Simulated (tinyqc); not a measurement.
# Read current of a NAND string, cells in series solved by shooting, step by step

Numbers from tinyqc (`OMP_NUM_THREADS=1 python tinyqc.py 2142017 2142018 out.jsonl`; about 0.4 s on one thread of a shared Intel Xeon 2.30GHz). Printed values are rounded.

Cells in series, numbered from 0 at the source line (0 V) to the bit line, each followed by a gap resistance Rg. A cell with gate Vg, threshold VT, source Vs and drain Vd passes I = 2 nf K Vt^2 [F(Vs) - F(Vd)]/(1 + th max(Vg - VT, 0)), F(V) = ln^2(1 + exp((Vg - VT - nf V)/(2 nf Vt))). The selected cell has Vg = Vr, the others Vg = Vp.

Values chosen for this exercise; values of the order met in vertical NAND strings: temperature T = 300 K; gain factor of a cell K = 7.4 uA/V^2; slope factor nf = 1.8; mobility reduction factor th = 0.06 1/V; resistance of the gap between cells Rg = 1.3 kohm; bit-line voltage Vbl = 0.3 V; pass voltage Vp = 6.7 V; read voltage on the selected word line Vr = 3.36 V.

Constants: q = 1.602176634e-19 C, kB = 1.380649e-23 J/K, Vt = kB T/q. Results are converted to the units shown.

## Step 1: node voltages for a trial current

first trial current = 0.61 uA

```
cell,thresholds from the source end (V)
0,4
1,4
2,4
3,-0.8
4,-0.8
5,1.8
```

For a trial current I start at 0 V and, cell by cell (the selected one is cell 5), solve for the drain: sqrt(F(Vd)) = sqrt(F(Vs) - I/k), k = 2 nf K Vt^2/(1 + th max(Vg - VT, 0)), Vd = [Vg - VT - 2 nf Vt ln(exp(sqrt F) - 1)]/nf, then add I Rg.

```
cell,"node voltage after each cell and gap, trial 1 (V)"
0,0.0366992
1,0.0743219
2,0.112943
3,0.130150
4,0.147427
5,0.221596
```

## Step 2: node voltages for a trial current

second trial current = 0.72 uA

As before.

```
cell,"node voltage after each cell and gap, trial 2 (V)"
0,0.0434113
1,0.0881270
2,0.134275
3,0.154695
4,0.175215
5,0.267704
```

## Course of the secant iteration

Secant steps on the end voltage less Vbl, from the two trials; a trial above the saturation current of a cell has no solution and is moved halfway to the previous trial. Stop below 1e-9 V.

Course of the iteration:
```
iteration,I (uA),end voltage - Vbl (V),halvings
1,0.797048,1.70e-3,0
2,0.793203,-3.75e-5,0
3,0.793286,-4.40e-8,0
4,0.793286,1.14e-12,0
```

Converged in 4 iterations to I = 0.79329 uA. The selected cell takes 35.0 % of the bit-line voltage and the gaps together 2.06 %.
